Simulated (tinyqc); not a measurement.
# Dead time against afterpulsing

Afterpulse probability pap = pa (Cd Vx/q) exp(-td/tt) Pm, with Pm the trigger probability of a released carrier; largest rate 1/td; each true event gives 1/(1 - pap) counts.

Values chosen for this exercise:
- Vx = 7.8 V (excess bias)
- Cd = 49 fF (diode capacitance)
- pa = 7.3e-8 (trapping probability per avalanche carrier)
- tt = 6.5 ns (trap release time)

Constants: q = 1.602176634e-19 C. Results are converted to the units shown.

Pm = 0.951

Dead time against afterpulsing:
```
td (ns)  pap (%)  largest rate (1e6/s)  counts per event
1.3        13.56                 769.2             1.157
2.1        11.99                 476.2             1.136
3.4        9.816                 294.1             1.109
5.6        6.997                 178.6             1.075
9.1        4.084                 109.9             1.043
15         1.648                 66.67             1.017
24        0.4126                 41.67             1.004
39       0.04105                 25.64             1.000
```

What does the table show?

The afterpulse probability falls from 13.6 to 0.0411 %, a factor of ten for every 15.0 ns, while the largest rate falls from 769 to 25.6 million a second.

Program tinyqc, `OMP_NUM_THREADS=1 python tinyqc.py 2630060 2630061 out.jsonl`; Intel Xeon 2.30GHz, shared host, one thread, about 0.01 s.
